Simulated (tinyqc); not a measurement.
Inside a calculation. Model: trap-assisted generation and recombination current of an abrupt junction. Computed by tinyqc, a small Python program that keeps every step. Command: `OMP_NUM_THREADS=1 python tinyqc.py 3027755 3027756 out.jsonl junctionleak walk`. One thread of a shared host (Intel(R) Xeon(R) Processor @ 2.30GHz), about 0.01 s of CPU time with the checks. Intermediate numbers are printed to about 7 digits and carried at full precision; extremes and crossings named in words are read from the listed rows.

Depletion approximation, flat quasi-Fermi levels across the depleted layer, long neutral regions with minority lifetimes tau_n and tau_p, full ionisation and Boltzmann statistics. Voltages in exponents stand for e V.

Inputs (values chosen for the exercise, with bands and screening modelled on GaP):
```
quantity                              value    unit
gap E_g                                2.24      eV
electron mass m_e                     0.516     m_0
valleys M_c                               3       -
hole mass m_h                         0.796     m_0
dielectric constant eps                11.2       -
acceptor density N_A                1.1e+17   cm^-3
donor density N_D                   1.4e+17   cm^-3
capture time tau_n                  2.5e-05       s
capture time tau_p                  3.8e-08       s
trap level E_t - E_i                      0      eV
electron diffusion coefficient D_n       28  cm^2/s
hole diffusion coefficient D_p          8.9  cm^2/s
forward bias V                         0.53       V
reverse bias V_r                        1.7       V
temperature T                           300       K
tunnelling mass m_t                    0.21     m_0
```

Field enhancement: Hurkx tunnelling factor.

Constants: k_B = 8.617333262e-05 eV/K; m_0 = 9.1093837015e-31 kg; k_B = 1.380649e-23 J/K; h = 6.62607015e-34 J s; e = 1.602176634e-19 C; eps_0 = 8.8541878128e-12 F/m; hbar = 1.054571817e-34 J s.

## Built-in voltage and diffusion current

N_c = 2 M_c (2 pi m_e k_B T/h^2)^(3/2) and N_v = 2 (2 pi m_h k_B T/h^2)^(3/2), masses in units of m_0. n_i = sqrt(N_c N_v) exp(-E_g/2 k_B T); V_bi = (k_B T/e) ln(N_A N_D/n_i^2); diffusion saturation current J_d0 = e n_i^2 [sqrt(D_n/tau_n)/N_A + sqrt(D_p/tau_p)/N_D].

k_B T = 0.02585200 eV

n_i = 3.412973 cm^-3

V_bi = 1.971590 V

J_d0 = 2.219652e-31 A/cm^2

## Depleted layer under reverse bias

W = sqrt(2 eps eps_0 (V_bi - V)(1/N_A + 1/N_D)/e), x_p = W N_D/(N_A + N_D), x_n = W - x_p, peak field F_m = 2 (V_bi - V)/W; reverse bias means V = -V_r.

W = 271.6314 nm

x_p = 152.1136 nm

x_n = 119.5178 nm

peak field F_m = 270336.2 V/cm

## Field enhancement at the peak field

Both capture times are divided by 1 + Gamma, Gamma = 2 sqrt(3 pi) (F/F_G) exp((F/F_G)^2), F_G = sqrt(24 m_t (k_B T)^3)/(e hbar) (the low-field Hurkx form), F being the local field, linear in x from 0 at the edges to F_m.

F_G = 338049.3 V/cm

Gamma at F_m = 9.307354

## Generation across the layer

Potential from the p edge: phi = (V_bi - V) x^2/(x_p W) on the p side and (V_bi - V)[1 - (W - x)^2/(x_n W)] on the n side; p = N_A exp(-phi/k_B T), n = n_i^2 exp(V/k_B T)/p; U = (n p - n_i^2)/[tau_p (n + n_i exp(dE/k_B T)) + tau_n (p + n_i exp(-dE/k_B T))], dE = E_t - E_i, n1 = n_i exp(dE/k_B T), p1 = n_i exp(-dE/k_B T); J_t = e int U dx by the trapezoid rule on 400 intervals on each side.

Profile under reverse bias:
```
x (nm)    F (V/cm)     n (cm^-3)     p (cm^-3)  generation -U (cm^-3 s^-1)
7.6057     13516.8  3.568469e-45  9.016556e+16                6.438242e-12
22.8170    40550.4  1.751047e-44  1.837489e+16                4.430377e-11
45.6341    81100.9  3.756659e-42  8.564870e+13                1.392821e-08
76.0568   135168.1  1.262786e-36  2.547962e+08                7.096426e-03
106.4795  189235.4  2.461055e-28  1.307378e+00                5.622096e+05
136.9022  243302.6  2.780847e-17  1.157032e-11                1.147500e+06
152.1136  270336.2  1.016082e-10  3.166604e-18                1.405013e+06
187.6701  189911.2  5.659312e+03  5.685373e-32                2.220826e+05
235.4772   81776.7  4.599617e+14  6.995212e-43                1.715958e-06
265.3567   14192.7  1.178489e+17  2.730216e-45                3.272790e-09
```

## Reverse current

Generation lifetime tau_g = tau_p exp(dE/k_B T) + tau_n exp(-dE/k_B T); textbook estimate e n_i W/tau_g; generation current J_g = -J_t; total = J_g + J_d0 (1 - exp(-V_r/k_B T)).

generation current = 1.375927e-18 A/cm^2

tau_g = 2.503800e-05 s

estimate e n_i W/tau_g = 5.932305e-19 A/cm^2

total reverse current = 1.375927e-18 A/cm^2

The integral is 2.32 times the estimate, through the field enhancement. Generation carries 100.0 % of the reverse current. Caution: so small a current is far below what can be measured; surface leakage and other defects rule in real diodes.

## Forward current and ideality

Total J = J_t + J_d0 (exp(V/k_B T) - 1); ideality n = (e/k_B T) dV/d ln J, central difference of 1 mV.

recombination current in the layer = 1.878134e-14 A/cm^2

total forward current = 1.878134e-14 A/cm^2

ideality factor = 2.005863

## Which current rules in forward bias

J_d = J_d0 (exp(V/k_B T) - 1). Ideality n = (e/k_B T) dV/d ln J, central difference of 1 mV. The rows stop just below the bias where n = 0.1 p or tau_p n = 0.1 tau_n p at the p edge, or the like at the n edge.

Forward characteristic:
```
V (V)  J_t (A/cm^2)  J_d (A/cm^2)  ideality of J_t  ideality of the sum
0.35   5.798089e-16  1.682773e-25         1.989337             1.989337
0.55   2.762027e-14  3.853702e-22         2.005856             2.005856
0.75   1.309113e-12  8.825317e-19         2.003701             2.003700
0.95   6.243740e-11  2.021075e-15         1.999362             1.999298
1.15   3.012397e-09  4.628439e-12         1.991352             1.988328
1.35   1.487472e-07  1.059953e-08         1.973952             1.853843
1.55   7.811472e-06  2.427386e-05         1.922272             1.132259
1.75   4.585861e-04  5.558926e-02         2.045800             1.004200
```

Diffusion overtakes recombination between 1.35 and 1.55 V, and the ideality of the sum goes from 1.99 to 1.00, with a maximum of 2.01 at 0.55 V. The ideality of J_t alone lies between 1.92 and 2.05.

## Leakage against temperature

The gap, capture times and diffusion coefficients are held fixed. J_g = -J_t at V = -V_r. The last column is -k_B d ln(J_g + J_d0)/d(1/T) from this row and the one above.

Reverse current:
```
T (K)  generation (A/cm^2)  diffusion (A/cm^2)  activation energy (eV)
240           4.058762e-23        4.445994e-41                       -
270           1.287808e-20        1.066260e-35                1.072100
300           1.375927e-18        2.219652e-31                1.086875
340           2.051293e-16        8.638873e-27                1.099702
380           1.111979e-14        3.770939e-23                1.111367
420           2.897955e-13        3.437128e-20                1.121046
480           1.443243e-11        1.174962e-16                1.131551
```

The activation energy goes from 1.072 to 1.132 eV. Generation alone gives about E_g/2 + dE if tau_p exp(dE/k_B T) exceeds tau_n exp(-dE/k_B T), else E_g/2 - dE, here 1.120 eV, plus 1.5 k_B T, less where tunnelling helps, and diffusion E_g = 2.24 eV plus 3 k_B T; generation rules in every row.

Checks made by the program: the integral with twice the points (relative difference 4e-06); the forward integral with twice the points (relative difference 2e-05).
